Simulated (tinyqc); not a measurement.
Frequency dispersion of an accumulation capacitance by border traps, distributed model: two steps of the calculation.

Traps spread evenly through the insulator exchange electrons with the semiconductor by tunnelling, with tau(x) = t0 exp(2 ka x) at depth x from the interface. The admittance per area Y seen at depth x obeys dY/dx = -Y^2/(i w eps0 eox) + q Nb ln(1 + i w tau)/tau, with Y(0) = i w Cs and w = 2 pi f; the gate sees Y(tox) = G + i w C. Working variable y = Y/(i w), in uF/cm^2. Cox = eps0 eox/tox.

Values chosen for this exercise; permittivity close to that of aluminium oxide: relative permittivity of the insulator eox = 8.65; insulator thickness tox = 7.8 nm; semiconductor capacitance in accumulation Cs = 1.2 uF/cm^2; density of border traps Nb = 2.4e19 cm^-3 eV^-1; decay constant of the wave function in the insulator ka = 3.8 1/nm; time constant of a trap at the interface t0 = 4e-11 s; frequency f = 1e6 Hz; depth down to which the steps are taken xe = 1.7 nm.

Constants: q = 1.602176634e-19 C, eps0 = 8.8541878128e-14 F/cm where lengths are in cm. Results are converted to the units shown.

Question 1. Scales and lumped estimate. Cox; trap-free value 1/(1/Cox + 1/Cs); response depth d = ln(1/(w t0))/(2 ka), where w tau = 1; lumped estimate: all traps within d act as C_bt = q Nb d placed at d/2, so C = 1/{1/[1/(1/Cs + d/(2 eps0 eox)) + C_bt] + (tox - d/2)/(eps0 eox)}.

Find: Cox; trap-free C; d; C_bt; lumped C.

Answer 1.

Cox = 0.98191 uF/cm^2
trap-free C = 0.54003 uF/cm^2
d = 1.0906 nm
C_bt = 0.41937 uF/cm^2
lumped C = 0.62383 uF/cm^2

The traps within reach amount to 0.349 Cs and lie in the first 14.0 % of the insulator.

Question 2. Midpoint steps through the active depth. In terms of y: dy/dx = -y^2/(eps0 eox) + s(x), s = q Nb ln(1 + z)/z, z = i w tau. 10 midpoint steps of h = xe/10: y_half = y + (h/2) y'(x, y), y(new) = y + h y'(x + h/2, y_half).

Wanted: x; s; y.

Answer 2.

x, point 0 to 10 (nm): [0, 0.1700, 0.3400, 0.5100, 0.6800, 0.8500, 1.020, 1.190, 1.360, 1.530, 1.700]
s, point 0 to 10 (uF/(cm^2 nm)): [0.3845+0.0000i, 0.3845-0.0002i, 0.3845-0.0006i, 0.3845-0.0023i, 0.3843-0.0085i, 0.3813-0.0305i, 0.3480-0.0967i, 0.2044-0.1545i, 0.0716-0.1020i, 0.0209-0.0455i, 0.0058-0.0173i]
y, point 0 to 10 (uF/cm^2): [1.200+0.000i, 1.233+0.000i, 1.263+0.000i, 1.292+0.000i, 1.320-0.001i, 1.346-0.004i, 1.368-0.013i, 1.375-0.035i, 1.355-0.055i, 1.322-0.064i, 1.286-0.065i]

tinyqc, about 0.5 s, one thread, Intel Xeon 2.30GHz (shared host): `OMP_NUM_THREADS=1 python tinyqc.py 2202243 2202244 out.jsonl`
